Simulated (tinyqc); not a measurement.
# Field length and prefactor from two substrate currents

Problem. For Em = (Vd - Vdsat)/l, Isub/Id = (Ai/Bi)(Vd - Vdsat) exp(-Bi l/(Vd - Vdsat)), and l = sqrt(3 tox xj). Find l, Ai and xj.

Values chosen for this exercise:
- tox = 6.8 nm (oxide thickness)
- Bi = 1.7 MV/cm (ionisation field)

Isub/Id at Vd - Vdsat = 1.9 and 2.5 V: 0.0267147190  0.101708487

Answer. ln[Isub/(Id (Vd - Vdsat))] is linear in 1/(Vd - Vdsat) with slope -Bi l.

l = 49.5 nm
Ai = 2.00e6 1/cm
xj = 120 nm

Computed by the program tinyqc: `OMP_NUM_THREADS=1 python tinyqc.py 2550027 2550028 out.jsonl`, one thread of a shared Intel Xeon 2.30GHz, about 0.01 s for the whole run.
